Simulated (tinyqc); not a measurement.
What each input does: propagation of a band-gap error through k.p and effective-mass formulas.

Chain, for a gap E (the reference Eg or another value), with Ep and Dso kept: 1/me = 1 + Ep (E + 2 Dso/3)/(E (E + Dso)); g* = 2 - 2 Ep Dso/(3 E (E + Dso)); g1(E) = g1 + (Ep/3)(1/E - 1/Eg), g2(E) = g2 + (Ep/6)(1/E - 1/Eg), light hole 1/(g1 + 2 g2), heavy hole 1/(g1 - 2 g2) along [100]; optical constant ei(E) = 1 + (ei - 1)(EP/(EP + E - Eg))^2, static e0(E) = ei(E) + e0 - ei.

Donor: R = Ry me/e0^2, a_B = a0 e0/me, Mott density (0.26/a_B)^3. Nc, Nv = 2 (m kT/(4 pi c))^(3/2), c = hbar^2/2m0, ni = sqrt(Nc Nv) exp(-E/2kT). Exciton: Ry mu/e0^2 with 1/mu = 1/me + g1(E). 1 angstrom^-3 = 1e24 cm^-3.

Constants: Ry = 13.60569312 eV; a0 (Bohr radius) = 0.5291772105 angstrom; kB = 8.617333262e-05 eV/K; hbar^2/2m0 = 3.80998211 eV angstrom^2.

Values chosen for the exercise (reference values near those of GaAs, gap at low temperature; the results hold for these values, not for the real material):
- Eg = 1.522 eV (gap at Gamma to the s-like level)
- Dso = 0.339 eV (spin-orbit splitting)
- Ep = 26 eV (Kane energy)
- g1 = 7 (Luttinger gamma1)
- g2 = 2.06 (gamma2)
- e0 = 13.07 (static dielectric constant)
- ei = 10.69 (optical dielectric constant)
- EP = 5.1 eV (mean (Penn) gap)
- mh = 0.42 m0 (density-of-states mass of the holes)
- T = 77 K (temperature)
- Eg2 = 2.511 eV (a wrong gap, of the size a hybrid with far too much exact exchange can give)

All at E = Eg2.

Results for these values:

| case | me (m0) | light hole (m0) | e0 | donor (meV) | exciton (meV) | log10 ni |
|---|---|---|---|---|---|---|
| base | 0.0914 | 0.1507 | 10.18 | 12.002 | 8.365 | -64.723 |

What happens to each result for g1 = 7.56, all else kept?

Answer: me does not change at the printed digits; light hole falls from 0.1507 to 0.1390; e0 does not change at the printed digits; donor does not change at the printed digits; exciton falls from 8.365 to 8.077; log10 ni does not change at the printed digits.

The same for each parameter in turn:

| case | me (m0) | light hole (m0) | e0 | donor (meV) | exciton (meV) | log10 ni |
|---|---|---|---|---|---|---|
| base | 0.0914 | 0.1507 | 10.18 | 12.002 | 8.365 | -64.723 |
| Eg2 = 2.31 eV | 0.0849 | 0.1382 | 10.65 | 10.187 | 7.126 | -58.169 |
| Dso = 0.312 eV | 0.0911 | 0.1507 | 10.18 | 11.970 | 8.350 | -64.724 |
| Ep = 23.92 eV | 0.0985 | 0.1430 | 10.18 | 12.942 | 8.707 | -64.698 |
| g1 = 7.56 | 0.0914 | 0.1390 | 10.18 | 12.002 | 8.077 | -64.723 |
| EP = 5.508 eV | 0.0914 | 0.1507 | 10.34 | 11.618 | 8.098 | -64.723 |
| ei = 9.835 | 0.0914 | 0.1507 | 10.43 | 11.422 | 7.961 | -64.723 |
| mh = 0.386 m0 | 0.0914 | 0.1507 | 10.18 | 12.002 | 8.365 | -64.750 |
| T = 70.84 K | 0.0914 | 0.1507 | 10.18 | 12.002 | 8.365 | -71.923 |

Computed by tinyqc, a small Python program: `OMP_NUM_THREADS=1 python tinyqc.py 1851097 1851098 out.jsonl` (the numbers bound the seed that draws the inputs); one thread of a shared host (Intel(R) Xeon(R) Processor @ 2.30GHz), about 0.01 s for the whole set of steps.
